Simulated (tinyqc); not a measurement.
Inside a calculation. Model: stress in a transistor channel from embedded alloy regions, liners and fins, by half-space elasticity. Computed by tinyqc, a small Python program that keeps every step. Command: `OMP_NUM_THREADS=1 python tinyqc.py 3008347 3008348 out.jsonl stressor walk`. One thread of a shared host (Intel(R) Xeon(R) Processor @ 2.30GHz), about 0.01 s of CPU time with the checks. Intermediate numbers are printed to about 6 digits and carried at full precision; extremes and crossings named in words are read from the listed rows.

Plane strain in an isotropic half-space, the same constants everywhere; x along the channel from its centre, y downwards from the free surface; stress is positive in tension.

Inputs (values chosen for the exercise, modelled on silicon):
```
quantity                                   value      unit
alloy fraction x                            0.27         -
lattice change per unit x, beta           0.0426         -
Young's modulus E                            157       GPa
Poisson ratio nu                             0.2         -
channel length L                              70        nm
length of each stressor S                     30        nm
recess depth d                                15        nm
depth of the field point y                   2.5        nm
liner stress                                -2.1       GPa
liner thickness t                             75        nm
length of a cut fin or stripe                500        nm
height of the strained layer h                56        nm
longitudinal piezoresistance coefficient      75  1e-11/Pa
vertical piezoresistance coefficient        -0.9  1e-11/Pa
```

Stressor: Si(1-x)Ge(x) source and drain.

## Misfit and the pressure on the side walls

Misfit e = beta x. A fully constrained inclusion holds the stress -p with p = E e/(1 - 2 nu); a blanket film would hold -E e/(1 - nu) in the plane.

misfit e = 0.011502

p = 3.00969 GPa

stress of a blanket film = -2.25727 GPa

## Stress at the centre of the channel

A line element dA of misfit at (a, c) in the half-space gives, with C = E e/(2 pi (1 - nu)), X = x - a, r1^2 = X^2 + (y - c)^2, r2^2 = X^2 + Y^2, Y = y + c: s_xx = -C dA {[X^2 - (y - c)^2]/r1^4 + 3 [X^2 - Y^2]/r2^4 + 4 y Y (Y^2 - 3 X^2)/r2^6}, s_yy = C dA {[X^2 - (y - c)^2]/r1^4 - [X^2 - Y^2]/r2^4 + 4 y Y (Y^2 - 3 X^2)/r2^6}. These are integrated over two rectangles, L/2 < |a| < L/2 + S, 0 < c < d (closed form in a, 200 Gauss-Legendre points in c).

s_xx = -478.890 MPa

s_yy = -3.33994 MPa

s_xx over the blanket-film stress = 0.212155

The channel is compressed along its length; s_yy is 0.0070 of s_xx in size and vanishes at the surface.

## Closed form at the surface

At x = y = 0 the integral is s_xx = -(4/pi) [E e/(1 - nu)] [arctan(2 d/L) - arctan(d/(L/2 + S))].

s_xx at the surface = -511.847 MPa

For fixed L and S it is largest at d = sqrt((L/2)(L/2 + S)) = 47.7 nm; d is short of that.

## A stressed liner, as two edge forces

The liner over source and drain ends at the gate, x = -/+ L/2, and pulls there with the force per width F = (liner stress) t along the surface. A tangential line force gives s_xx = (2 F/pi) X^3/(X^2 + y^2)^2 at the distance X; two of them add at the centre, X = L/2. For L > 3.5 y the concentrated force is an upper bound.

edge force F = -157.5 N/m

s_xx from the liner = -5671.56 MPa

Caution: the real force is spread over several liner thicknesses, so for a channel this short the concentrated force clearly overstates the stress.

## Mobility change, linear estimate

d mu/mu = -(pi_L s_xx + pi_z s_yy) for the embedded regions alone; the stress across the width is left out.

mobility change = 35.9137 %

The vertical stress supplies -0.0030 of these points.

## Relaxation at the ends of a cut stripe

Shear-lag estimate for a stripe of length l and height h on a like substrate: the stress along it is s(x)/s_film = 1 - cosh(x/lam)/cosh(l/(2 lam)), lam = (pi/2) g h with g = 1.258; mean = 1 - (2 lam/l) tanh(l/(2 lam)).

transfer length lam = 110.659 nm

share kept at the centre = 0.793382

share kept on average = 0.566914

The ends reach the centre.

## Along the channel and with depth

The formulas are those given above.

Stress (MPa):
```
2x/L  s_xx at y  s_yy at y  s_xx at d/2  s_xx at 1.5 d
0.0    -478.890   -3.33994     -383.122       -75.4424
0.2    -500.871   -3.81405     -389.521       -65.4832
0.4    -570.067   -5.26542     -404.123       -36.8291
0.6    -689.118   -6.60660     -409.103         6.2558
0.8    -792.440    9.11833     -393.996        71.7025
```

Near the surface s_xx changes by +65 % from the centre to 2x/L = 0.8. At the centre, s_xx at half the recess depth is 0.80 of its value at y, and below the recess 0.16. An element acts with the sign of X^2 - (y - c)^2, so its direct term reverses where the offset in depth exceeds the lateral distance, and the image terms that amplify the stress near the surface fade with depth.

## Shrinking the pitch

L and S are scaled together at fixed d, then S alone, then L alone.

S_xx at the centre (MPa):
```
scale  L and S scaled   S alone   L alone
0.35         -606.376  -228.115  -1210.59
0.50         -642.153  -301.116   -974.78
0.70         -586.508  -382.412   -721.96
1.00         -478.890  -478.890   -478.89
1.40         -370.746  -574.934   -302.39
2.00         -271.576  -675.747   -174.95
3.00         -185.649  -781.234    -88.83
```

Halving S alone keeps 0.63 of the stress, halving L alone gives 2.04, and halving both 1.34: a shorter channel brings the walls closer, a shorter stressor brings its far wall, which pulls the other way, closer too. Neighbouring devices are left out.

Checks made by the program: surface stress against its closed form; zero normal stress at the surface (relative difference below 1e-10).
